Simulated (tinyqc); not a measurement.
Flow curve at three pumping speeds: Berg model of reactive sputtering of a nitride or oxide: poisoning, hysteresis and pumping speed. Computed by tinyqc, a small Python program. Command: `OMP_NUM_THREADS=1 python tinyqc.py 3007398 3007399 out.jsonl berg walk`. One thread of a shared host (Intel(R) Xeon(R) Processor @ 2.30GHz), about 0.03 s of CPU time with the checks.

A diatomic gas reacts with bare metal on the target and on the collecting surfaces; ions remove metal and compound from the target. theta_t and theta_c are the compound fractions.

Inputs (values chosen for the exercise, close to those used for tantalum nitride):
```
quantity                         value     unit
ion current density J               37  mA/cm^2
target area A_t                    110     cm^2
collecting area A_c               2900     cm^2
metal yield Y_m                   0.59        -
compound yield Y_c                0.19        -
sticking coefficient alpha        0.19        -
reactive atoms per metal atom z      1        -
gas mass M                          28        u
pumping speed S                    860      l/s
gas temperature T                  300        K
```

Constants: e = 1.602176634e-19 C; u = 1.6605390666e-27 kg; k_B = 1.380649e-23 J/K.

Method. Ion flux j = J/e; gas flux F = P/sqrt(2 pi M k_B T). Target: (2/z) alpha F (1 - theta_t) = j Y_c theta_t. Sputtered flows F_c = j Y_c theta_t A_t, F_m = j Y_m (1 - theta_t) A_t. Collector: (2/z) alpha F (1 - theta_c) A_c + F_c (1 - theta_c) = F_m theta_c. Gas use Q = alpha F [(1 - theta_t) A_t + (1 - theta_c) A_c] + P S/(k_B T); 1 sccm = 4.4780e17 molecules/s. Rate R = F_m + F_c, given relative to j Y_m A_t. P is a single-valued function of the flow Q only if dQ/dP > 0 everywhere: S must exceed k_B T times the steepest fall of the surface terms with P.

pressure of the steepest fall = 0.0366327 Pa

critical pumping speed = 85.3856 l/s

Pressure as the free variable:
```
P (Pa)  theta_t  theta_c  relative rate  Q at S_c/4 (sccm)  Q at S_c (sccm)  Q at 2 S_c (sccm)
0.0018  0.04289  0.29176        0.97092              4.761            4.823              4.906
0.0037  0.08435  0.46916        0.94281              7.445            7.573              7.743
0.0073  0.15379  0.65302        0.89573              9.873           10.125             10.461
0.0130  0.24452  0.78909        0.83423             11.166           11.615             12.213
0.0220  0.35389  0.88058        0.76007             11.454           12.213             13.226
0.0370  0.47949  0.93873        0.67492             11.029           12.306             14.009
0.0590  0.59496  0.96900        0.59664             10.354           12.391             15.107
0.0920  0.69610  0.98479        0.52807              9.762           12.938             17.173
0.1500  0.78879  0.99343        0.46523              9.461           14.640             21.545
0.2900  0.87835  0.99803        0.40451             10.094           20.106             33.457
```

What follows from these numbers?

At S_c/4 the flow falls with pressure in 4 of the intervals: as the target poisons, less metal arrives to getter the gas. At 2 S_c it rises throughout. Coverages and rate depend on P alone, not on S. The collector converts before the target (theta_c = 0.88 at theta_t = 0.35), since the metal is spread over a larger area and no ions clean it. The rate tends to Y_c/Y_m = 0.322.
